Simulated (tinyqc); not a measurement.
Inside a calculation. Method: CIS on RHF in the sto-6g basis, for H3-, spin multiplicity 1. The basis has no diffuse functions, so it cannot describe the extra electron: this is an exercise in the method, not the real anion. One step of it, computed by the program tinyqc.

Task: CIS matrix, triplets. A(ia,jb) = (e_a - e_i) d_ij d_ab - (ij|ab).

orbital energies (hartree): [-0.223002, 0.241434, 1.516688]

Two-electron integrals over orbitals (pq|rs), unique and non-zero (hartree):
```
(11|11) 0.596283    (21|21) 0.162901    (22|11) 0.537401    (22|22) 0.574647
(31|11) 0.087220    (31|22) -0.021401   (31|31) 0.129014    (32|21) -0.134544
(32|32) 0.136779    (33|11) 0.628164    (33|22) 0.565883    (33|31) 0.107028
(33|33) 0.707602
```

Give: CIS matrix A, triplet.

Result:

CIS matrix A, triplet (hartree), order 1>3, 2>3:
```
[[1.1115, 0.0000],
 [0.0000, 0.7094]]
```
